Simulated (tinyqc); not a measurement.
From ratio of areas Y_B/Y_A back to atoms of B per atom of A, x: Rutherford backscattering from a thin compound film on silicon: kinematics, yields, composition and thickness. Computed by tinyqc, a small Python program. Command: `OMP_NUM_THREADS=1 python tinyqc.py 3024647 3024648 out.jsonl rbs inv`. One thread of a shared host (Intel(R) Xeon(R) Processor @ 2.30GHz), about 0.01 s of CPU time with the checks.

Singly charged helium ions (Z1 = 2, M1 = 4.0026 u) enter at the tilt angle a1 to the normal and leave at a2 = |180 - theta - tilt| in the same plane. The film is A B_x.

Inputs (values chosen for the exercise, modelled on a helium beam on NiSi):

| quantity | value | unit |
|---|---|---|
| beam energy E0 | 2.4 | MeV |
| scattering angle theta | 165 | degrees |
| tilt of the sample | 7 | degrees |
| heavy element: Z_A | 28 | - |
| heavy element: mass M_A | 58.7 | u |
| heavy element: stopping eps_A at 2 MeV | 72.1 | 1e-15 eV cm^2 |
| light element: Z_B | 14 | - |
| light element: mass M_B | 28.09 | u |
| light element: stopping eps_B at 2 MeV | 48.8 | 1e-15 eV cm^2 |
| atomic density of the film | 81.4 | 1/nm^3 |
| film thickness d | 110 | nm |
| collected charge | 5.8 | microcoulomb |
| detector solid angle | 1.7 | msr |
| detector resolution (FWHM) | 18 | keV |

Constants: e^2/(4 pi eps_0) = 14.39964548 eV angstrom; e = 1.602176634e-19 C.

Method:
- Kinematic factor K = [(sqrt(M^2 - M1^2 sin^2 theta) + M1 cos theta)/(M + M1)]^2.
- Surface edges lie at K E0; substrate silicon has M = 28.09 u. Mass resolution at M_A = resolution/(E0 dK/dM).
- Stopping per atom eps(E) = eps(2 MeV) (E/2 MeV)^(-0.4) (a law chosen for the exercise); Bragg rule eps_film = (eps_A + x eps_B)/(1 + x); areal density N d, with 1/nm^2 = 0.1 x 1e15/cm^2.
- Width of the signal of element i: [K_i eps(E0)/cos a1 + eps(K_i E0)/cos a2] N d; depth resolution = resolution x d/width of A; energy lost on the way in = eps(E0) N d/cos a1.
- Rutherford cross section in the laboratory frame: sigma = (Z1 Z e^2/(4 pi eps_0 4E))^2 (4/sin^4 theta) (r + cos theta)^2/r, r = sqrt(1 - (M1 sin theta/M)^2), times the screening factor 1 - 0.049 Z1 Z^(4/3)/E (E in keV); 1 angstrom^2 = 1e8 barn.
- Counts = (charge/e) x solid angle x sigma(E_mean) x areal density of the element/cos a1, E_mean = E0 - half the energy lost on the way in; 1 barn = 1e-24 cm^2. The ratio of areas returns x = (Y_B/Y_A)(sigma_A/sigma_B), with the counting error sqrt(1/Y_A + 1/Y_B).

Question. A run gave the result below. Find the atoms of B per atom of A, x, known to lie between 0.5 and 1.8.

ratio of areas Y_B/Y_A = 0.24088

Answer.

Each step takes the trial c = (a f_b - b f_a)/(f_b - f_a), f being the result less the target and a, b, c the logarithms of the listed values; c replaces end b, the old b replaces a if the sign of f changed, and otherwise f_a is halved.

Scan of the range:

| atoms of B per atom of A, x | ratio of areas Y_B/Y_A |
|---|---|
| 0.500 | 0.121485 |
| 0.619 | 0.150398 |
| 0.766 | 0.186115 |
| 0.949 | 0.230578 |
| 1.170 | 0.284274 |
| 1.450 | 0.352305 |
| 1.800 | 0.437345 |

False position (Illinois rule, in the logarithm of the input) inside the bracket:

| step | end a | end b | trial | ratio of areas Y_B/Y_A |
|---|---|---|---|---|
| 1 | 0.94900 | 1.17000 | 0.987893 | 0.240028 |
| 2 | 1.17000 | 0.98789 | 0.991117 | 0.240811 |
| 3 | 1.17000 | 0.99112 | 0.991637 | 0.240938 |
| 4 | 0.99112 | 0.99164 | 0.991400 | 0.240880 |
| 5 | 0.99164 | 0.99140 | 0.991400 | 0.240880 |

Ratio of areas Y_B/Y_A rises at every point of a 13-point scan of the range (every second point is shown), so one value fits; it is bracketed by 0.949 and 1.17. The scan shows a pure power law with exponent 1.0000, so scaling from any one row also gives the answer directly. Answer: atoms of B per atom of A, x = 0.9914.

Caution: the silicon signal of the film merges with that of the substrate, so only the width of A can be read directly. Caution: film and substrate silicon overlap, so Y_B must be separated by a fit.
